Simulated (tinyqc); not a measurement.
# A temperature scan through the peak

Model: deep-level transient spectroscopy (DLTS) of one majority-carrier trap. Computed by tinyqc, a small Python program. Command: `OMP_NUM_THREADS=1 python tinyqc.py 3003974 3003975 out.jsonl dlts sweep`. One thread of a shared host (Intel(R) Xeon(R) Processor @ 2.30GHz), about 0.02 s of CPU time with the checks.

A filling pulse loads the traps in a one-sided junction; under reverse bias they empty at the rate e, and the capacitance relaxes as C(t) = C_0 - dC exp(-e t). The signal is S = [C(t_2) - C(t_1)]/dC.

Inputs (values chosen for the exercise, with mass and screening modelled on CdS): density-of-states mass m = 0.196 m_0; valleys M = 1; trap depth E_t = 0.564 eV; cross-section sigma_0 = 1.8e-14 cm^2; degeneracy ratio g = 0.5; gate time t_1 = 0.001 s; ratio t_2/t_1 = 4; capture barrier E_b = 0.16 eV.

Carriers: electrons. Extra term: capture barrier.

Constants: k_B = 8.617333262e-05 eV/K; k_B = 1.380649e-23 J/K; m_0 = 9.1093837015e-31 kg; h = 6.62607015e-34 J s.

Method. e = g sigma v N_b exp(-E/k_B T), v = sqrt(3 k_B T/m), N_b = 2 M (2 pi m k_B T/h^2)^(3/2), sigma = sigma_0 exp(-E_b/k_B T), E = E_t. S(e) = exp(-e t_1) - exp(-e t_2) peaks at the rate window e_0 = ln(t_2/t_1)/(t_2 - t_1).

One run for each value:
```
temperature T (K)  emission rate e (1/s)  signal at T
330                           5.4866e+00   1.6236e-02
343                           1.5557e+01   4.4896e-02
355                           3.8141e+01   1.0407e-01
368                           9.4564e+01   2.2471e-01
380                           2.0735e+02   3.7643e-01
393                           4.6084e+02   4.7247e-01
406                           9.7523e+02   3.5688e-01
418                           1.8725e+03   1.5319e-01
431                           3.6501e+03   2.5987e-02
443                           6.5386e+03   1.4465e-03
456                           1.1897e+04   6.8135e-06
```

Describe and explain the trends.

Over the rows, emission rate e (1/s) rises from 5.49 to 11900 (exponent d ln y / d ln x 27 between the first rows and 21 between the last); signal at T goes from 0.0162 through a maximum among these rows, 0.472 at 393, to 6.81e-6. The signal peaks where e equals the rate window.

Extremes, crossings and ranges named in words are read from the listed rows.
